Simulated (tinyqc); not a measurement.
# Voltage drop against the factor on the load at the hot node

A grid of 13 by 13 nodes with segments Rx (rows) and Ry (columns); every node draws I1 and the central node kh I1; pads with resistance Rp sit at the nodes whose row and column are multiples of the pitch, counting from 0. The drops u = Vdd - V follow from G u = i, with G the conductance matrix and i the load currents, solved directly. Here the pitch is 4.

Parameters, values chosen for the exercise:
```
symbol  value  unit                                   meaning
Vdd      0.75     V                            supply voltage
Rx        0.2   ohm        resistance of a horizontal segment
Ry       0.61   ohm          resistance of a vertical segment
Rp        0.1   ohm  resistance from a pad node to the supply
I1       0.42    mA  load current of a node in the large grid
```

Result of one run:
```
kh	pads	worst drop (mV)	mean drop (mV)	largest drop at a pad (mV)	largest pad current (mA)	worst drop over Vdd (%)
5	16	1.666	1.064	0.6103	6.103	0.2222
```

What becomes of these results when the factor on the load at the hot node kh is changed from 5 to 10, all else the same?

Result of the changed run:
```
kh	pads	worst drop (mV)	mean drop (mV)	largest drop at a pad (mV)	largest pad current (mA)	worst drop over Vdd (%)
10	16	2.034	1.104	0.6406	6.406	0.2712
```

The whole series:
```
kh	pads	worst drop (mV)	mean drop (mV)	largest drop at a pad (mV)	largest pad current (mA)	worst drop over Vdd (%)
1	16	1.372	1.031	0.5861	5.861	0.1829
2	16	1.445	1.039	0.5922	5.922	0.1927
5	16	1.666	1.064	0.6103	6.103	0.2222
10	16	2.034	1.104	0.6406	6.406	0.2712
20	16	2.770	1.185	0.7011	7.011	0.3693
50	16	4.977	1.429	0.8828	8.828	0.6635
100	16	8.655	1.835	1.186	11.86	1.154
```

The worst drop rises from 1.37 to 8.65 mV and the mean drop rises from 1.03 to 1.83 mV. The drops are linear in the loads, so the mean grows by 0.00812 mV for each unit of kh in every row.

Computed by the program tinyqc: `OMP_NUM_THREADS=1 python tinyqc.py 2770147 2770148 out.jsonl`, one thread of a shared Intel Xeon 2.30GHz, about 0.06 s for the whole run.
